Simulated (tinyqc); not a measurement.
Resistance of a tapered via with liner, size effect and interface: two steps of the calculation.

A round via whose diameter grows from db at the bottom as D(z) = db + 2 z/tan(ang). The fill, of diameter D - 2 tl, starts above the bottom liner (thickness fb tl) and has rho = rho0 (1 + ks lam/(D - 2 tl)); the sidewall liner conducts in parallel with it. The bottom liner and the interface are crossed over the full area pi db^2/4. Spreading in the lines above and below is left out.

Inputs (values chosen for the exercise); fill metal close to molybdenum:
```
symbol,value,unit,meaning
db,26,nm,diameter at the bottom
hv,52,nm,height
ang,89,degrees,sidewall angle
rho0,5.39,uohm cm,bulk resistivity of the fill
lam,11.4,nm,mean free path of the fill
ks,0.9,,size-effect factor
tl,0.2,nm,liner on the sidewall
fb,1,,liner at the bottom over that on the sidewall
rl,240,uohm cm,resistivity of the liner
ri,1.4e-12,ohm cm^2,interface resistivity at the bottom
Sb,1.3e15,S/m^2,"ballistic conductance per area, about 3/(4 rho0 lam)"
```

Problem 1. Slices of the via. Slices between z0 = fb tl and hv, evaluated at their midpoints: conductance per length pi/4 [(D - 2 tl)^2/rho + (D^2 - (D - 2 tl)^2)/rl], slice resistance = slice height over that. 9 slices.

Wanted: z; D; rho; slice resistance.

Solution 1.

| slice | z (nm) | D (nm) | rho (uohm cm) | slice resistance (ohm) |
|---|---|---|---|---|
| 0 | 3.0778 | 26.107 | 7.5412 | 0.83539 |
| 1 | 8.8333 | 26.308 | 7.5245 | 0.82068 |
| 2 | 14.589 | 26.509 | 7.5081 | 0.80634 |
| 3 | 20.344 | 26.710 | 7.4919 | 0.79236 |
| 4 | 26.100 | 26.911 | 7.4760 | 0.77875 |
| 5 | 31.856 | 27.112 | 7.4603 | 0.76547 |
| 6 | 37.611 | 27.313 | 7.4448 | 0.75253 |
| 7 | 43.367 | 27.514 | 7.4296 | 0.73991 |
| 8 | 49.122 | 27.715 | 7.4146 | 0.72760 |

Problem 2. Total resistance. R_fill = sum of the slices; R_bottom = rl fb tl/(pi db^2/4); R_interface = ri/(pi db^2/4); ballistic (Sharvin) limit 1/(Sb pi (db - 2 tl)^2/4); ideal cylinder rho0 hv/(pi db^2/4).

| slice | slice resistance (ohm) |
|---|---|
| 0 | 0.83539370 |
| 1 | 0.82067502 |
| 2 | 0.80633612 |
| 3 | 0.79236419 |
| 4 | 0.77874697 |
| 5 | 0.76547268 |
| 6 | 0.75253005 |
| 7 | 0.73990823 |
| 8 | 0.72759682 |

Give: parts; R; shares; ballistic limit; ideal cylinder.

Solution 2.

parts (ohm): fill 7.0190, bottom liner 0.90408, interface 0.26369
R = 8.1868 ohm
shares (%): fill 85.736, bottom liner 11.043, interface 3.221
ballistic limit = 1.4945 ohm
ideal cylinder = 5.2790 ohm

The fill is the largest part, and R is 1.55 times the ideal cylinder. With 2000 slices R = 8.1869 ohm.

tinyqc, about 0.01 s, one thread, Intel Xeon 2.30GHz (shared host): `OMP_NUM_THREADS=1 python tinyqc.py 2750017 2750018 out.jsonl`
